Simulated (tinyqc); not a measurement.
Pressure and uniformity: chemical vapour deposition: Grove model, boundary layer, depletion and step coverage. Computed by tinyqc, a small Python program. Command: `OMP_NUM_THREADS=1 python tinyqc.py 3022790 3022791 out.jsonl cvd walk`. One thread of a shared host (Intel(R) Xeon(R) Processor @ 2.30GHz), about 0.01 s of CPU time with the checks.

A precursor diffuses to the surface and reacts there at first order; each molecule that reacts adds one formula unit of film.

Inputs (values chosen for the exercise, close to those used for silicon dioxide from an alkoxysilane): prefactor k0 of k_s = 1.2e+09 cm/s; activation energy E = 1.97 eV; temperature T = 790 C; total pressure p = 1.6 torr; mole fraction of the precursor Y = 0.065; gas diffusivity D0 at 273.15 K and 760 torr = 0.48 cm^2/s; film density N = 2.2e+22 formula units/cm^3; precursor mass M = 208 u; wafer radius R = 10 cm; wafer spacing s = 1.1 cm.

Reactor: wafer stack, low pressure.

Constants: k_B = 1.380649e-23 J/K; u = 1.6605390666e-27 kg; k_B = 8.617333262e-05 eV/K.

Method:
- k_s = k0 exp(-E/(k_B T)); C_g = Y p/(k_B T), 1 torr = 133.322 Pa; D = D0 (T/273.15)^1.75 (760/p).
- Temperatures in kelvin are T(C) + 273.15.
- Mean speed c = sqrt(8 k_B T/(pi M)); reactive sticking probability beta = 4 k_s/c.
- Between two wafers the gas diffuses inward and reacts on both faces: (D/r) d/dr (r dC/dr) = 2 k_s C/s, so C(r)/C_g = I0(phi r/R)/I0(phi) with phi^2 = 2 k_s R^2/(s D); G(r) = k_s C(r)/N, 1 cm/s = 6e8 nm/min; the mean over the wafer is eta = 2 I1(phi)/(phi I0(phi)).

gas diffusivity D = 2459.08 cm^2/s

surface rate constant k_s = 0.550241 cm/s

precursor density C_g = 9.44620e+14 1/cm^3

Effect of the total pressure at fixed Y:
```
p (torr)  D (cm^2/s)     phi  centre/edge  G at the edge (nm/min)
0.05      7.8691e+04  0.0357      0.99968              4.4298e-01
0.1       3.9345e+04  0.0504      0.99936              8.8597e-01
0.3       1.3115e+04  0.0873      0.99810              2.6579e+00
1         3.9345e+03  0.1595      0.99367              8.8597e+00
3         1.3115e+03  0.2762      0.98120              2.6579e+01
10        3.9345e+02  0.5043      0.93933              8.8597e+01
30        1.3115e+02  0.8734      0.83334              2.6579e+02
100       3.9345e+01  1.5946      0.57335              8.8597e+02
```

D scales as 1/p and phi as sqrt(p), while the edge rate grows as p. The centre stays within 5 % of the edge up to 3 torr: low pressure trades rate for uniformity and lets wafers stand close together. Caution: at the lowest pressures the mean free path exceeds the wafer spacing, so D stops growing as 1/p.

Extremes, crossings and ranges named in words are read from the listed rows.
